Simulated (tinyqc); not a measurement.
# Memristor with linear dopant drift, Joglekar window: effects of single changes

A film of thickness D has a doped share x: R = Ron x + Roff (1 - x), i = v/R, dx/dt = k i F with k = mv Ron/D^2 and F = 1 - (2 x - 1)^(2 p). The drive is v = V0 sin(2 pi f t). The model has no threshold and no heating.

Inputs (values chosen for the exercise):
```
symbol,value,unit,meaning
Ron,500,ohm,resistance of the fully doped film
Roff,10000,ohm,resistance of the undoped film
D,15,nm,film thickness
mv,1.9e-14,m^2/(V s),dopant mobility
x0,0.18,,doped share at t = 0
V0,0.9,V,amplitude
p,2,,window exponent
f,6,Hz,frequency
```

Each table varies one quantity; the others keep the values above.

## Effect of the window exponent on the first half period

The equation is integrated to convergence over the first half period; the lobe area is the integral of i dv, down branch less up branch.

Results:

| p | x at half period | R0/R(half period) | peak i (uA) | lobe area (uW) |
|---|---|---|---|---|
| 1 | 0.3970 | 1.331 | 121.9 | 10.37 |
| 2 | 0.4555 | 1.461 | 128.0 | 14.49 |
| 5 | 0.4716 | 1.502 | 130.3 | 15.69 |
| 8 | 0.4720 | 1.503 | 130.4 | 15.72 |
| 12 | 0.4721 | 1.503 | 130.4 | 15.72 |

Estimate the missing row, p = 3.

Computed row:

| p | x at half period | R0/R(half period) | peak i (uA) | lobe area (uW) |
|---|---|---|---|---|
| 3 | 0.4674 | 1.491 | 129.7 | 15.39 |

With this row back in the table: As p goes from 1 to 12, x at half period rises from 0.397 to 0.472, the resistance ratio rises from 1.33 to 1.50 and the lobe area rises from 10.4 to 15.7 uW.

## Effect of the film thickness on the first half period

Same model as above.

Result of one run:

| D (nm) | x at half period | R0/R(half period) | peak i (uA) | lobe area (uW) |
|---|---|---|---|---|
| 75 | 0.1882 | 1.010 | 109.1 | 0.3095 |

What becomes of these results when the film thickness D is changed from 75 to 20 nm, all else the same?

Result of the changed run:

| D (nm) | x at half period | R0/R(half period) | peak i (uA) | lobe area (uW) |
|---|---|---|---|---|
| 20 | 0.3169 | 1.186 | 117.4 | 6.011 |

The whole series:

| D (nm) | x at half period | R0/R(half period) | peak i (uA) | lobe area (uW) |
|---|---|---|---|---|
| 15 | 0.4555 | 1.461 | 128.0 | 14.49 |
| 20 | 0.3169 | 1.186 | 117.4 | 6.011 |
| 26 | 0.2555 | 1.095 | 113.3 | 3.079 |
| 34 | 0.2222 | 1.051 | 111.2 | 1.654 |
| 44 | 0.2045 | 1.029 | 110.1 | 0.9417 |
| 57 | 0.1944 | 1.017 | 109.5 | 0.5454 |
| 75 | 0.1882 | 1.010 | 109.1 | 0.3095 |

As D goes from 15 to 75 nm, x at half period falls from 0.455 to 0.188, the resistance ratio falls from 1.46 to 1.01 and the lobe area falls from 14.5 to 0.310 uW. The rate constant goes as 1/D^2, so the area goes as D^(-2.06) between the last two rows.

Computed by the program tinyqc: `OMP_NUM_THREADS=1 python tinyqc.py 2880018 2880019 out.jsonl`, one thread of a shared Intel Xeon 2.30GHz, about 0.1 s for the whole run.
